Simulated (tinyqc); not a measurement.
Hall effect and magnetoresistance of several carrier groups with constant relaxation times: one step, computed by the program tinyqc.

Group 1 has charge -e and group 2 charge -e; s_i is that sign. B lies along z; mu B is formed with mu in m^2/(V s).

Task: Conductivity of each group. sigma_xx = sum n_i e mu_i/(1 + mu_i^2 B^2); sigma_xy = sum s_i n_i e mu_i^2 B/(1 + mu_i^2 B^2).

Inputs (values chosen for the exercise, for a model conductor): density n1 = 3.6e+13 1/cm^2; mobility mu1 = 11000 cm^2/(V s); density n2 = 2.1e+12 1/cm^2; mobility mu2 = 960 cm^2/(V s); magnetic field B = 0.25 T.

Carriers: two electron groups. Densities: per area (a thin layer).

Constants: e = 1.602176634e-19 C.

Give: Parts (S); sigma_xx; sigma_xy; sigma at B = 0.

Result:

Parts (S):
```
group     mu B   sigma_xx    sigma_xy
group 1  0.275    0.05899    -0.01622
group 2  0.024  3.228e-04  -7.748e-06
```

sigma_xx = 0.05931 S

sigma_xy = -0.01623 S

sigma at B = 0 = 0.06377 S
